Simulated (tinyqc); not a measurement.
Worked calculation: deep level with several charge states, and Shockley-Read-Hall recombination. Values are carried at full precision from step to step, so a last printed digit may differ when a step is redone from the rounded ones.

Energies from Ev. The defect has charge states +1, 0, -1 with weights 1, gm exp((EF - E1)/kT), exp((2 EF - E1 - E2)/kT); the shares are the weights over their sum. Boltzmann carriers: n = Nc exp((EF - Eg)/kT), p = Nv exp(-EF/kT). Neutrality: p - n + Nd + Nt <q> = 0.

Constants: kB = 8.617333262e-05 eV/K.

Inputs chosen for the exercise (gap and densities of states near those of Si at this temperature; shifted at random, so the results belong to these values and not to a real crystal): Eg = 1.097 eV (gap); Nc = 4.22e+19 1/cm^3 (conduction-band density of states); Nv = 1.75e+19 1/cm^3 (valence-band density of states); T = 400 K; E1 = 0.312 eV (level (+1/0) above Ev); E2 = 0.801 eV (level (0/-1) above Ev); gm = 1 (degeneracy of the middle state, the others 1); Nt = 1.3e+15 1/cm^3 (defects); Nd = 8.1e+14 1/cm^3 (ionised shallow donors minus acceptors); E_try = 0.514 eV (trial Fermi level); Et = 0.801 eV (recombination level above Ev); sn = 2.4e-14 cm^2 (electron capture cross-section); sp_ = 1.8e-16 cm^2 (hole capture cross-section); vth = 22000000 cm/s (thermal velocity, both carriers); Nm = 1.3e+16 1/cm^3 (equilibrium electrons for the lifetime steps); dn = 1.7e+16 1/cm^3 (excess pairs).

## Charge states at a trial Fermi level

Form the exponents, the shares, the mean charge and the residual of neutrality at EF = E_try.

exponents of the second and third weights: 5.860  -2.466

shares: +1 0.0028, 0 0.9969, -1 0.0002

<q> = 0.0026

n, p (1/cm^3): 1.90e+12  5.85e+12

residual = 8.17e+14 1/cm^3

The residual is positive, so EF must rise.

## The neutral state

Solve for EF.

EF = 0.7178 eV

shares at EF: +1 0.000, 0 0.918, -1 0.082

n = 7.03e+14 1/cm^3
p = 1.58e+10 1/cm^3

Without the defects the majority density would be 8.10e+14 1/cm^3; with them the density of these carriers is 7.03e+14, so they compensate part of the doping. Most defects are in the state 0.

## Recombination through one level

One level at Et with degeneracy 1: tn = 1/(sn vth Nt), tp = 1/(sp_ vth Nt), n1 = Nc exp((Et - Eg)/kT), p1 = Nv exp(-Et/kT), ni^2 = n1 p1. Equilibrium n0 = Nm, p0 = ni^2/Nm; n = n0 + dn, p = p0 + dn. U = (n p - ni^2)/(tp (n + n1) + tn (p + p1)), lifetime dn/U; emission rates en = sn vth n1, ep = sp_ vth p1.

Evaluate each quantity.

tn, tp (microsecond): 0.001457  0.1943

n1, p1 (1/cm^3): 7.87e+15  1.42e+09

U = 6.91e+22 1/(cm^3 s)
lifetime = 0.246 microsecond

The lifetime is 1.267 times the minority capture time tp and 1.26 times tn + tp, the limit of high injection.

## Emission and generation in a depleted region

With n = p = 0 the level generates pairs at G = Nt en ep/(en + ep); generation lifetime tg = ni/G; current density e G W for a width W = 1 micrometre, e = 1.602176634e-19 C.

en, ep (1/s): 4.15e+09  5.61

G = 7.29e+15 1/(cm^3 s)
tg = 458 microsecond
current density = 1.17e-07 A/cm^2

The slower step, hole emission, limits the rate: en/ep = 7.41e+08.

## Checks

- U against hole capture minus emission at the steady occupation of the level (1/(cm^3 s)): both 6.910e+22.

Program tinyqc; command `OMP_NUM_THREADS=1 python tinyqc.py 1681510 1681511 out.jsonl`; about 0.01 s on one thread of a shared Intel(R) Xeon(R) Processor @ 2.30GHz.
